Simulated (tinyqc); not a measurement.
Speciation in dilute and buffered hydrofluoric acid, oxide etch rate and bath loading: one step, computed by the program tinyqc.

Concentrations stand for activities, NH4+ and Cl- are spectators, and water ionisation is neglected. H, F and HF2 denote the ions H+, F- and HF2-. The base temperature is 298 K.

Problem. Etch rate. Rate = k_a ([HF] + 2 [H2F2]) + k_b [HF2], an empirical two-term form. Time = oxide/rate; a temperature error changes the rate by exp((E_a/k_B)(1/298 - 1/(298 + error))) - 1.

Inputs (values chosen for the exercise, of the order of those for thermal oxide at room temperature):
```
quantity                         value            unit
rate constant of neutral HF k_a     11  nm L/(min mol)
rate constant of HF2 k_b            67  nm L/(min mol)
activation energy                 0.31              eV
temperature error                  1.7               K
oxide removed per wafer              1              nm
```

[HF] = 0.06827562 mol/L

[H2F2] = 0 mol/L

[HF2] = 0.001855663 mol/L

Constants: k_B = 8.617333262e-05 eV/K.

Give: etch rate; share of HF2 in the rate; etch time; rate change from the temperature error.

Solution.

etch rate = 0.87536 nm/min

share of HF2 in the rate = 14.203 %

etch time = 68.543 s

rate change from the temperature error = 7.0874 %
